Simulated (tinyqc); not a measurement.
Exponent and activation energy from three stresses.

Inverse problem. Oxide breakdown follows t63 = a V^(-n) exp(Ea q/(kB T)). Find n, Ea and the E-model slope gamma = n/E (cm/MV) at the higher voltage, E = V/tox.

Inputs (values chosen for the exercise): oxide thickness tox = 4 nm.

Constants: q = 1.602176634e-19 C, kB = 1.380649e-23 J/K. Results are converted to the units shown.

t63 at (3.14 V, 398 K), (4.12 V, 398 K) and (4.12 V, 423 K) (s): 5392.3106  2.6114772  1.2883870

Solution. The two voltages give n and the two temperatures Ea.

n = 28.10
Ea = 0.4100 eV
gamma = 2.728 cm/MV

Program tinyqc, `OMP_NUM_THREADS=1 python tinyqc.py 2070154 2070155 out.jsonl`; Intel Xeon 2.30GHz, shared host, one thread, about 0.01 s.
